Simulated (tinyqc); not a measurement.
# Capacitance measurement on a leaky thin oxide: effects of series resistance and leakage: effects of single changes

The device is a capacitance C in parallel with a leakage conductance G, in series with Rs and Ls. An impedance meter reports either a parallel pair (Cp, Gp) from Y = 1/Z = Gp + i w Cp or a series pair (Cs, Rm) from Z = Rm + 1/(i w Cs); w = 2 pi f, dissipation D = Gp/(w |Cp|).

Inputs (values chosen for the exercise); values of the order met in thin-oxide MOS capacitors: relative permittivity of the gate insulator (close to silicon dioxide) eox = 3.9; insulator thickness tox = 2.8 nm; gate area A = 2500 um^2; oxide-equivalent thickness added by the accumulation layer zc = 0.31 nm; oxide-equivalent thickness added by gate depletion zp = 0.21 nm; gate leakage current density, not matched to the thickness Jg = 0.0085 A/cm^2; voltage for an e-fold rise of the leakage Vs = 0.45 V; series resistance Rs = 67 ohm; series inductance Ls = 14 nH; measuring frequency f = 1e5 Hz.

Constants: eps0 = 8.8541878128e-14 F/cm where lengths are in cm. Results are converted to the units shown.

Each table varies one quantity; the others keep the values above.

## Readings against frequency

EOT = 3.9 tox/eox; CET = EOT + zc + zp; C = 3.9 eps0 A/CET; G = Jg A/Vs. Z = Rs + i w Ls + 1/(G + i w C); CET read from Cp = 3.9 eps0 A/Cp; errors under 0.001 % are printed as 0.

The same in every row: C (pF) = 26.003.

Readings against frequency:
```
f (Hz)  Cp (pF)  Cs (pF)         D  error of Cp (%)  error of Cs (%)  CET read from Cp (nm)
1000     26.001   243.23    2.8905         -6.33e-3              835                 3.3202
3000     26.001   50.139   0.96352         -6.33e-3             92.8                 3.3202
10000    26.001   28.175   0.28915         -6.33e-3             8.35                 3.3202
30000    26.001   26.244  0.096677         -6.34e-3            0.928                 3.3202
1e5      26.001   26.024  0.029999         -6.43e-3           0.0836                 3.3202
3e5      26.001   26.005  0.012919         -7.28e-3          9.41e-3                 3.3202
1e6      25.998   26.003  0.013837          -0.0169          2.27e-3                 3.3206
3e6      25.976   26.006  0.033807           -0.101           0.0130                 3.3234
1e7      25.729   26.040   0.10991            -1.05            0.144                 3.3553
3e7      23.717   26.343   0.33279            -8.79             1.31                 3.6400
```

What does the table show?

D goes from 2.89 through a minimum of 0.0129 (at f = 3e5 Hz among the rows listed) to 0.333; without inductance its minimum lies at f = sqrt(G (1 + G Rs)/Rs)/(2 pi C) = 5.14e5 Hz. The error of Cp goes from -0.00633 to -8.79 % and that of Cs from 835 to 1.31 %; at low frequency Cp tends to C/(1 + G Rs)^2 and Cs grows as 1 + (G/(w C))^2. One of the two readings is within 2 % of C for f = 1000, 3000, 10000, 30000, 1e5, 3e5, 1e6, 3e6, 1e7, 3e7 Hz. At the highest frequencies Ls raises both readings, by about w^2 Ls C in relative terms. For f = 1000 D exceeds 1, where the accuracy of real meters degrades in proportion to sqrt(1 + D^2).

## Effect of the series resistance

Same model as above.

The same in every row: C (pF) = 26.00; Cs (pF) = 26.02.

Effect of the series resistance:
```
Rs (ohm)  Cp (pF)        D  error of Cp (%)  error of Cs (%)  CET read from Cp (nm)
1           26.00  0.02892                0           0.0836                  3.320
3           26.00  0.02895                0           0.0836                  3.320
10          26.00  0.02907                0           0.0836                  3.320
30          26.00  0.02939         -2.84e-3           0.0836                  3.320
100         26.00  0.03054         -9.70e-3           0.0836                  3.320
300         25.99  0.03381          -0.0307           0.0836                  3.321
1000        25.97  0.04526           -0.121           0.0836                  3.324
3000        25.87  0.07796           -0.521           0.0836                  3.337
```

What does the table show?

As Rs goes from 1 to 3000, the error of Cp goes from 0 to -0.521 %, that of Cs from 0.0836 to 0.0836 %, and D rises from 0.0289 to 0.0780. The CET read from Cp goes from 3.32 to 3.34 nm against the true 3.32 nm. Rs does not enter the imaginary part of Z, so Cs does not depend on it.

Numbers from tinyqc (`OMP_NUM_THREADS=1 python tinyqc.py 2022154 2022155 out.jsonl`; about 0.01 s on one thread of a shared Intel Xeon 2.30GHz).
